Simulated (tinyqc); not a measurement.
Yield against design margin.

Cells fail independently with probability Q(k) = erfc(k/sqrt(2))/2 when the margin is k standard deviations, and Y = exp(-Nb Q(k)). phi = exp(-k^2/2)/sqrt(2 pi).  k = margin/s(dVT). With one spare that repairs any one cell, Y1 = exp(-x)(1 + x), x = Nb Q(k).

Parameters, values chosen for the exercise:
```
symbol      value  unit          meaning
Nb      268435456        number of cells
```

s(dVT) = 16 mV

Result of one run:
```
k,Q(k),expected failures x,Y,Y1
5.500,1.899e-8,5.097,0.006112,0.03727
```

Which margin M gave this result: 88, 92, 104 or 118 mV?

M = 88 mV.

The whole series:
```
M (mV),k,Q(k),expected failures x,Y,Y1
78,4.875,5.440e-7,146.0,3.763e-64,5.533e-62
84,5.250,7.605e-8,20.41,1.362e-9,2.916e-8
88,5.500,1.899e-8,5.097,0.006112,0.03727
92,5.750,4.462e-9,1.198,0.3019,0.6634
98,6.125,4.534e-10,0.1217,0.8854,0.9932
104,6.500,4.016e-11,0.01078,0.9893,0.9999
110,6.875,3.099e-12,8.320e-4,0.9992,1.000
118,7.375,8.217e-14,2.206e-5,1.000,1.000
```

Over a change of the margin from 78 to 118 mV, k goes from 4.88 to 7.38, the expected failures fall by 6.8 decades and the yield goes from 3.76e-64 to 1.000. The spare helps most at M = 92 mV among the rows, where it lifts the yield from 0.302 to 0.663.

Numbers from tinyqc (`OMP_NUM_THREADS=1 python tinyqc.py 2090043 2090044 out.jsonl`; about 0.01 s on one thread of a shared Intel Xeon 2.30GHz).
